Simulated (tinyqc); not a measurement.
Inside a calculation: defect, radiative and Auger recombination at equal electron and hole densities (ABC model). Values are carried at full precision from step to step, so a last printed digit may differ when a step is redone from the rounded ones.

J/(e d) = Ae n + B n^2 + C n^3 with Ae = A + 4 S/w (four side walls, carriers spread evenly), e = 1.602176634e-19 C, lengths in cm; internal efficiency IQE = B n^2/(Ae n + B n^2 + C n^3); all injected carriers recombine in the layer.

Inputs chosen for the exercise (orders of magnitude like those quoted for Ge; the results hold for these values, not for the real material):
- A = 24000 1/s (defect rate)
- B = 8.5e-14 cm^3/s (radiative coefficient)
- C = 5.1e-31 cm^6/s (Auger coefficient)
- S = 0 cm/s (recombination velocity of the side walls)
- w = 100 micrometre (side of the square mesa)
- d = 900 nm (active thickness)
- J = 2.7 A/cm^2 (current density)
- ex = 0.7 (extraction efficiency)
- Eph = 0.66 eV (photon energy)

## The efficiency peak

IQE peaks at n_p = sqrt(Ae/C); with Q = B/sqrt(Ae C), IQE_max = Q/(Q + 2).

Ae = 2.400e+04 1/s
n_p = 2.169e+17 1/cm^3
Q = 0.7683
IQE_max = 0.278
J at the peak = 0.208 A/cm^2

The side walls are taken as passivated.

## Carrier density at the given current

G = J/(e d). Newton steps from the smallest of G/Ae, sqrt(G/B) and (G/C)^(1/3); stop when the relative step is below 1e-9.

G = 1.872e+23 1/(cm^3 s)

Newton steps:
```
step  n (1/cm^3)   rate/G  relative step
1     7.1606e+17  1.32454         -0.091
2     6.5073e+17  1.02615        -0.0096
3     6.4447e+17  1.00023       -8.5e-05
4     6.4442e+17  1.00000       -6.5e-09
5     6.4442e+17  1.00000       -6.8e-17
```

n = 6.444e+17 1/cm^3

The start is an upper bound and the function is convex, so the steps fall monotonically; 5 are needed.

## Shares, lifetimes and light

Shares of the three paths; lifetime n/G = 1/(Ae + B n + C n^2); differential lifetime 1/(Ae + 2 B n + 3 C n^2) and bandwidth 1/(2 pi tau_d); optical power density ex IQE J Eph/e.

shares: defect 0.0826, radiative 0.1885, Auger 0.7289

lifetime = 3.44e+03 ns
differential lifetime = 1.30e+03 ns
bandwidth = 0.122 MHz
optical power density = 0.235 W/cm^2

The Auger path is the largest; the device runs above its efficiency peak, where the defect and Auger shares are equal.

## Checks

- Density from Newton steps against bisection (1/cm^3): both 6.4442e+17.

(tinyqc, `OMP_NUM_THREADS=1 python tinyqc.py 1652349 1652350 out.jsonl`, Intel(R) Xeon(R) Processor @ 2.30GHz, 1 thread, shared host, about 0.01 s.)
